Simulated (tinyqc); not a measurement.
Weaire-Thorpe hybrids on a Bethe lattice: gap and dangling bond of an amorphous tetrahedral solid: sweeps and comparisons. A value that a table varies takes the place of the one given here.

Four sp3 hybrids an atom at energy 0, coupled by -V1 on the atom and by -V2 along a bond; the bonds form a tree (no rings). For any network the gap runs at least from -V2 + V1 to V2 - 3 V1, and p-like states pile up at -V2 + V1 and V2 + V1. On the tree the gap is wider: it ends at Ec = -V1 + sqrt(V2^2 + 4 V1^2 - 2 sqrt3 V1 V2), which makes it well wider than the gaps of the real glasses. A branch seen from a hybrid has the self-energy S = V2^2 g, where g is the Green function of the hybrid across the bond, whose three partners carry S themselves. With a = z - V1, b = a - S: g = 1/(a + V1 b/(b + 3 V1)), z = E + i eta. A full atom has G = (1/b)(b + 3 V1)/(b + 4 V1) per hybrid; a dangling hybrid with shift dh has G = 1/(1/g - dh).

Parameters, chosen for this exercise (of the size of tabulated hybrid energies for amorphous silicon; shifted at random, so the results belong to these values and not to a real crystal):
- V1 = 1.71 eV (coupling of two hybrids on one atom)
- V2 = 4.58 eV (coupling of the two hybrids of a bond)
- eta = 0.03 eV (broadening)
- dh = 0.01 eV (shift of the dangling hybrid (rehybridisation))
- VH = 4 eV (coupling to a hydrogen atom)
- eH = -4.21 eV (hydrogen level)
- E1s = -4.1 eV (first energy)
- dE = 0.49 eV (step)

## Bulk, dangling and hydrogenated hybrids across the gap

edges (eV): Ev -2.87000, Ec(bound) -0.55000, Ec(tree) 0.64428

Thirteen energies E1s + j dE. With hydrogen the hybrid gains the self-energy VH^2/(z - eH) and dh = 0.

Density per hybrid (1/eV):
```
E (eV)    bulk  dangling  with hydrogen
-4.10   0.0104    0.0060         0.0005
-3.61   0.0049    0.0008         0.0004
-3.12   0.0380    0.0008         0.0004
-2.63   0.0411    0.0010         0.0004
-2.14   0.0047    0.0014         0.0004
-1.65   0.0018    0.0023         0.0005
-1.16   0.0011    0.0044         0.0006
-0.67   0.0008    0.0125         0.0009
-0.18   0.0007    0.1571         0.0014
0.31    0.0010    0.0610         0.0031
0.80    0.0174    0.0655         0.0951
1.29    0.0298    0.0800         0.1501
1.78    0.0351    0.0769         0.1629
```

Between Ev = -2.87 and Ec = 0.64 eV the bulk density is a broadening tail (least 0.0007). The dangling hybrid reaches 0.157 at -0.18 eV among these rows; its level lies at 0.006 eV, and the peak there, of width eta, is far higher unless a row falls on it. With hydrogen the largest value on the rows inside the gap, more than 0.05 eV from an edge, is 0.0031, and 1/g = VH^2/(E - eH) has no root in the gap: the state has gone into a bonding level below and an antibonding one above.

## Level against rehybridisation

Root of 1/g(E) = dh for eta = 0 in the gap of the tree, between Ev = -V2 + V1 and Ec; a dash: none. A flatter atom makes the hybrid more p-like (dh > 0, up to V1), a more pyramidal one more s-like (dh < 0).

Level:
```
dh (eV)   E (eV)  above Ev (eV)  weight
-3.0     -1.9619         0.9081   0.636
-2.5     -1.6377         1.2323   0.660
-2.0     -1.3040         1.5660   0.673
-1.5     -0.9663         1.9037   0.675
-1.0     -0.6309         2.2391   0.664
-0.5     -0.3054         2.5646   0.635
0.0       0.0000         2.8700   0.582
0.5       0.2707         3.1407   0.494
1.0       0.4861         3.3561   0.358
```

A level exists for 9 of the 9 rows, from dh = -3 (0.908 eV above Ev) to 1 (3.356 eV); the gap of the tree is 3.514 eV. Its slope dE/d(dh) is the weight, largest at dh = -1.5 (0.68). A level that rises as the atom flattens is why an emptied dangling bond relaxes flat and a doubly filled one pyramidal.

## Stretching the bonds

V2 is scaled as (d0/d)^2 and V1 stays. Bound 2 V2 - 4 V1; tree V2 - 2 V1 + sqrt(V2^2 + 4 V1^2 - 2 sqrt3 V1 V2); a negative bound means that a network with rings may have no gap.

Against d/d0:
```
d/d0  V2 (eV)  V2/V1  bound (eV)  tree (eV)
0.96    4.970  2.906       3.099      4.187
0.98    4.769  2.789       2.698      3.837
1.00    4.580  2.678       2.320      3.514
1.02    4.402  2.574       1.964      3.218
1.04    4.234  2.476       1.629      2.946
1.07    4.000  2.339       1.161      2.581
1.10    3.785  2.214       0.730      2.263
1.15    3.463  2.025       0.086      1.825
```

The bound falls by 183 meV for each per cent of stretch near d0 and vanishes at d/d0 = 1.157, beyond the table. Weak, stretched bonds therefore put states closest to the edges, one origin of band tails.

## What each parameter does

Ev = -V2 + V1, conduction edge of the tree -V1 + sqrt(V2^2 + 4 V1^2 - 2 sqrt3 V1 V2), and the level that solves 1/g(E) = dh for eta = 0. Each row changes one parameter from the base and keeps the others.

Results:
```
case           Ev (eV)  Ec (eV)  level (eV)  weight
base           -2.8700   0.6443      0.0058   0.580
V1 = 1.63 eV   -2.9500   0.7665      0.0062   0.619
V2 = 4.73 eV   -3.0200   0.7498      0.0061   0.607
dh = -0.09 eV  -2.8700   0.6443     -0.0529   0.594
```

The largest shifts from the base row, up to three for each result and ties (the steps differ in size, so this ranks the rows, not the parameters). Ev (eV): V2 -0.1500, V1 -0.0800; unchanged at the printed digits by dh. Ec (eV): V1 +0.1222, V2 +0.1055; unchanged at the printed digits by dh. level (eV): dh -0.0587, V1 +0.0004, V2 +0.0003. weight: V1 +0.038, V2 +0.026, dh +0.013.

(tinyqc, `OMP_NUM_THREADS=1 python tinyqc.py 1452637 1452638 out.jsonl`, Intel(R) Xeon(R) Processor @ 2.30GHz, 1 thread, shared host, about 0.02 s.)
